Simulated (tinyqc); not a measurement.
# Formation energy of a charged point defect from supercell energies, step by step

A worked calculation. Computed by tinyqc, a small Python program that keeps every step. Command: `OMP_NUM_THREADS=1 python tinyqc.py 3003091 3003092 out.jsonl formation walk`. One thread of a shared host (Intel(R) Xeon(R) Processor @ 2.30GHz), about 0.01 s of CPU time with the checks. Intermediate numbers are printed to about 6 digits and carried at full precision; extremes and crossings named in words are read from the listed rows.

The host is a compound AB. Making the defect adds n_A = 1, n_B = -1 atoms to the cell. All total energies are inputs. E_F is counted from the valence-band maximum (VBM); x = 0 is A-rich and x = 1 B-rich growth.

Inputs (values chosen for the exercise, with gap and screening modelled on CdS):
```
quantity                       value      unit
gap E_g                         2.46        eV
E_VBM of the host cell         5.132        eV
potential alignment dV         0.054        eV
dielectric constant eps         8.57         -
cell length L                   14.1  angstrom
mu_A of the pure element      -4.467        eV
mu_B of the pure element      -4.774        eV
formation enthalpy dH of AB    -1.78        eV
growth condition x              0.59         -
Fermi level E_F                0.475        eV
temperature T                   1000         K
site density N_s             3.7e+22     cm^-3
```

Defect: A on a B site. Supercell lattice: bcc.

charge states q: 2  1  0  -1  -2

E(defect, q) - E(host), in the order of q (eV): -8.571  -1.531  4.233  10.623  17.089

Constants: e^2/(4 pi eps_0) = 14.39964548 eV angstrom; k_B = 8.617333262e-05 eV/K.

## Chemical potentials

dmu_A = x dH and dmu_B = (1 - x) dH, so that dmu_A + dmu_B = dH; mu = mu(element) + dmu. The reservoir term is sum n_i mu_i.

dmu_A = -1.0502 eV

dmu_B = -0.7298 eV

sum n_i mu_i = -0.0134 eV

## Image-charge corrections

Image-charge correction of a point charge in a neutralising background: E_corr = q^2 alpha e^2/(4 pi eps_0) / (2 eps L), alpha = 2.888462 for a bcc array with L the cube root of the volume.

E_corr (eV): (q=+2) 0.688412, (q=+1) 0.172103, (q=0) 0.000000, (q=-1) 0.172103, (q=-2) 0.688412

Caution: the largest image-charge correction in these energies, q^2 alpha e^2/(8 pi eps_0 eps L) with alpha = 2.888462, exceeds a quarter of the gap; the point-charge term alone is then a rough estimate, usually too large for a charge that is spread out.

## Formation energies at E_F = 0

E_f(q, E_F) = [E(defect, q) - E(host)] - sum n_i mu_i + q (E_VBM + dV + E_F) + E_corr(q).

E_f(q, 0) (eV): (q=+2) 2.50281, (q=+1) 3.84050, (q=0) 4.24640, (q=-1) 5.62250, (q=-2) 7.41881

## Transition levels and the lower envelope

eps(q/q') = [E_f(q', 0) - E_f(q, 0)]/(q - q'). U of state q is eps(q/q-1) - eps(q+1/q). The stable state at each E_F is the lowest line E_f(q, 0) + q E_F.

One-electron levels above the VBM (eV):
```
level     energy  U of the state between this level and the next
(+2/+1)  1.33769                                       -0.931794
(+1/0)   0.40590                                        0.970206
(0/-1)   1.37610                                        0.420206
(-1/-2)  1.79631                                               -
```

Stable states:
```
q   from E_F (eV)  to E_F (eV)
+2        0.00000      0.87179
0         0.87179      1.37610
-1        1.37610      1.79631
-2        1.79631      2.46000
```

Stable in the gap, from the VBM up: +2, 0, -1, -2. State +1 is never the lowest: its U is negative, so two such centres gain by exchanging an electron.

## The first and the last level

eps(q/q-1) = E_f(q - 1, 0) - E_f(q, 0).

level (+2/+1) = 1.33769 eV

level (-1/-2) = 1.79631 eV

Caution: the one-electron levels are out of order (negative U): at least one middle charge state is skipped, and the transition past it moves two or more electrons at once.

## Concentrations at the given E_F and T

E_f(q, E_F) = E_f(q, 0) + q E_F. c_q = N_s exp(-E_f(q, E_F)/k_B T), with all degeneracy factors one and no vibrational entropy.

Charge states:
```
q   E_f (eV)  c_q (cm^-3)        share
+2   3.45281  1.46823e+05  9.99855e-01
+1   4.31550  6.59210e+00  4.48917e-05
0    4.24640  1.46990e+01  1.00099e-04
-1   5.14750  4.22599e-04  2.87787e-09
-2   6.46881  9.26453e-11  6.30908e-16
```

lowest formation energy = 3.45281 eV

total concentration = 146844 cm^-3

mean charge = 1.99975 e

State +2 holds 100.0 % of the defects.

## Fermi level and growth conditions

Each entry is the lowest E_f over q.

Lowest formation energy (eV):
```
E_F (eV)  stable q  A-rich, x = 0  x = 0.5  B-rich, x = 1
0.000           +2        0.40241  2.18241        3.96241
0.308           +2        1.01841  2.79841        4.57841
0.615           +2        1.63241  3.41241        5.19241
0.922            0        2.14600  3.92600        5.70600
1.230            0        2.14600  3.92600        5.70600
1.538           -1        1.98410  3.76410        5.54410
1.845           -2        1.62841  3.40841        5.18841
2.152           -2        1.01441  2.79441        4.57441
2.460           -2        0.39841  2.17841        3.95841
```

Going from A-rich to B-rich growth shifts every line by +3.560 eV and moves no transition level. The slope of the envelope is the stable charge, so E_f is highest in the rows from E_F = 0.922 to 1.23 eV, where the neutral state is stable, and it falls on both sides: the defect is amphoteric and compensates either doping.

## What the corrections do to the levels

Levels eps(q/q-1) with the terms q dV and E_corr left out or kept.

Levels above the VBM (eV):
```
level      raw  with alignment  with image charge  with both
(+2/+1)  1.908           1.854            1.39169    1.33769
(+1/0)   0.632           0.578            0.45990    0.40590
(0/-1)   1.258           1.204            1.43010    1.37610
(-1/-2)  1.334           1.280            1.85031    1.79631
```

Alignment moves every level by -dV = -0.054 eV. The image term moves eps(q/q-1) by (1 - 2q) E_corr(1): (+2/+1) by -0.516, (+1/0) by -0.172, (0/-1) by +0.172, (-1/-2) by +0.516 eV, donor levels down and acceptor levels up. It adds 2 E_corr(1) = 0.344 eV to every U.

Checks made by the program: envelope against a direct minimum on a grid (relative difference below 1e-10).
